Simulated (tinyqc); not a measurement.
# Single-band model of a thermoelectric material, step by step

A worked calculation. Computed by tinyqc, a small Python program that keeps every step. Command: `OMP_NUM_THREADS=1 python tinyqc.py 3024423 3024424 out.jsonl thermo walk`. One thread of a shared host (Intel(R) Xeon(R) Processor @ 2.30GHz), about 0.01 s of CPU time with the checks. Intermediate numbers are printed to about 6 digits and carried at full precision; extremes and crossings named in words are read from the listed rows.

One spherical band, one scattering law, no minority carriers and no phonon drag. In a real material minority carriers limit |S| to about E_g/(2 e T), so larger values are formal. eta = E_F/(k_B T) is counted from the band edge; f = 1/(1 + exp(x - eta)).

Inputs (values chosen for the exercise, modelled on n-type Mg3Sb2): density-of-states mass m = 1.1 m_0; mobility parameter mu_300 = 260 cm^2/(V s); temperature exponent p = 2.5; lattice thermal conductivity kappa_L = 0.79 W/(m K); carrier density n = 1.7e+20 1/cm^3; temperature T = 670 K.

Band: parabolic. Scattering: acoustic phonons, r = -0.5.

Constants: m_0 = 9.1093837015e-31 kg; k_B = 1.380649e-23 J/K; hbar = 1.054571817e-34 J s; k_B = 8.617333262e-05 eV/K; e = 1.602176634e-19 C.

## Fermi level

With x = E/(k_B T), a = alpha k_B T (0 for a parabolic band), G = x (1 + a x), D = 1 + 2 a x and <y> = int y f (1 - f) dx, f = 1/(1 + exp(x - eta)): tau = tau_0 G^r/D; transport function s = G^(3/2 + r)/D^2; n = N_0 <G^(3/2)> with N_0 = (2 m k_B T)^(3/2)/(3 pi^2 hbar^3). Integrals over x = E/(k_B T) use 160 Gauss-Legendre points in u = sqrt(x) from 0 to sqrt(max(eta, 0) + 32). Solve for eta.

N_0 = 7.26867e+19 1/cm^3

reduced Fermi level eta = 1.17243

## Transport integrals

The formulas are those given above.

<s> = 1.44216

<x s> = 4.08754

<x^2 s> = 14.9747

<G^(3/2)> = 2.33880

<G^(3/2 + 2r)/D^4> = 0.978385

## Coefficients

sigma = e mu_0 N_0 <s> with mu_0 = e tau_0/m = mu_300 (T/300 K)^(-p); |S| = (k_B/e)(<x s>/<s> - eta); Lorenz number L = (k_B/e)^2 (<x^2 s>/<s> - (<x s>/<s>)^2); kappa_e = L sigma T; zT = S^2 sigma T/(kappa_L + kappa_e). Hall factor r_H = <G^(3/2)> <G^(3/2 + 2r)/D^4>/<s>^2; drift mobility sigma/(n e) with n = N_0 <G^(3/2)>; power factor S^2 sigma.

conductivity sigma = 585.828 S/cm

Seebeck coefficient |S| = 143.209 microvolt/K

Lorenz number L = 1.74522 1e-8 V^2/K^2

drift mobility = 21.5085 cm^2/(V s)

Hall factor r_H = 1.10020

power factor = 12.0147 microwatt/(cm K^2)

kappa_e = 0.685006 W/(m K)

zT = 0.545749

L is 71 % of the degenerate value pi^2/3 (k_B/e)^2 = 2.443; the classical limit for this r is (r + 5/2)(k_B/e)^2 = 1.485. The charge carriers transport 46 % of the heat.

## Limiting formulas for the Seebeck coefficient

Classical: |S| = (k_B/e)[r + 5/2 - ln(n/N_c)], N_c = (3 sqrt(pi)/4) N_0. Degenerate (Mott): |S| = (pi^2/3)(k_B/e)(r + 3/2)/eta_F, eta_F = (n/N_0)^(2/3).

Seebeck coefficients:
```
formula        |S| (microvolt/K)  deviation (%)
full integral            143.209         0.0000
classical                123.662       -13.6491
degenerate               160.900        12.3530
```

At eta = 1.17 the degenerate formula is the closer one, but neither is good to 5 %: the full integrals are needed in this range.

## Best doping

Quality factor B = (k_B/e)^2 e mu_0 N_0 T/kappa_L; zT and the power factor are maximised over eta between -8 and 30.

quality factor B = 0.255828

eta of the largest zT = -0.331705

density of the largest zT = 5.64918e+19 1/cm^3

largest zT = 0.732474

|S| at the largest zT = 225.637 microvolt/K

eta of the largest power factor = 0.668122

density of the largest power factor = 1.21672e+20 1/cm^3

largest power factor = 12.2479 microwatt/(cm K^2)

The sample is overdoped by a factor 3.01 and reaches 75 % of the best zT. zT peaks at a density 2.15 times lower than the power factor, because kappa_e grows with n.

## Against the Fermi level

The formulas are those given above.

The same material at other dopings:
```
eta   n (1/cm^3)  |S| (microvolt/K)  sigma (S/cm)  power factor (microwatt/(cm K^2))        zT
-4   1.75841e+18            517.824   7.37276e+00                             1.9769  0.166118
-3   4.72824e+18            432.971   1.97369e+01                             3.7000  0.306137
-2   1.24935e+19            350.239   5.15600e+01                             6.3247  0.503203
-1   3.16733e+19            272.487   1.27251e+02                             9.4483  0.686906
0    7.39326e+19            204.501   2.81566e+02                            11.7753  0.720967
1    1.52247e+20            150.876   5.33465e+02                            12.1435  0.578720
2    2.72843e+20            112.389   8.63988e+02                            10.9133  0.392170
4    6.29183e+20             68.216   1.63223e+03                             7.5954  0.165197
6    1.10603e+21             46.946   2.43829e+03                             5.3738  0.080866
10   2.32719e+21             28.345   4.06216e+03                             3.2637  0.030280
```

|S| falls and sigma rises with eta, so their product S^2 sigma peaks: among these rows at eta = 1, and zT at eta = 0, where |S| = 205 microvolt/K. zT stays above 90 % of its best row from n = 3.2e19 to 7.4e19 per cm^3.

Checks made by the program: |S| against (k_B/e)[(r + 5/2) F_(r+3/2)/((r + 3/2) F_(r+1/2)) - eta] by adaptive quadrature (relative difference below 1e-10).
